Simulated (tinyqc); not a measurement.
Raising U: Hubbard chain of 4 sites, mean field against exact. Computed by the program tinyqc. Collinear unrestricted mean field (the lowest of 40 random starts) against exact diagonalisation.

one-body matrix (hopping and site energies) (eV):
```
         1        2        3        4
1   0.4300  -1.8600   0.0000   0.0000
2  -1.8600  -0.4900  -1.8600   0.0000
3   0.0000  -1.8600   0.2500  -1.8600
4   0.0000   0.0000  -1.8600   0.0000
```

electrons, up and down: 2  2

Exact and mean-field results (eV):
```
U          U/t   E exact  E mean field  mean |n_up - n_down|  double occupancy, exact  first gap in the sector
0.930    0.500  -7.33437      -7.28882                 0.000                    0.230                    2.083
1.860    1.000  -6.52828      -6.34378                 0.000                    0.203                    1.849
5.580    3.000  -4.20167      -3.26181                 0.692                    0.115                    1.210
7.440    4.000  -3.45899      -2.49249                 0.818                    0.086                    1.009
11.160   6.000  -2.48055      -1.64031                 0.917                    0.050                    0.741
14.880   8.000  -1.89154      -1.19289                 0.953                    0.031                    0.579
22.320  12.000  -1.23984      -0.73651                 0.979                    0.015                    0.398
37.200  20.000  -0.68192      -0.36726                 0.992                    0.006                    0.243
```

Estimate the missing row, U = 3.72.

Computed row:
```
U        U/t   E exact  E mean field  mean |n_up - n_down|  double occupancy, exact  first gap in the sector
3.720  2.000  -5.20047      -4.50356                 0.376                    0.155                    1.481
```

In absolute terms mean field is worst at U/t = 4.0, 0.967 eV too high: at small U it is nearly exact, and at large U it misses only exchange-scale energies. Its local moments set in at U/t = 2.0 of those listed, a broken symmetry that the exact state of a finite cluster with equal spins does not have. Relative to the exact energy its error is 0.6 % at the smallest U, 46 % at most and 46 % at the largest. The double occupancy falls from 0.230 to 0.006.
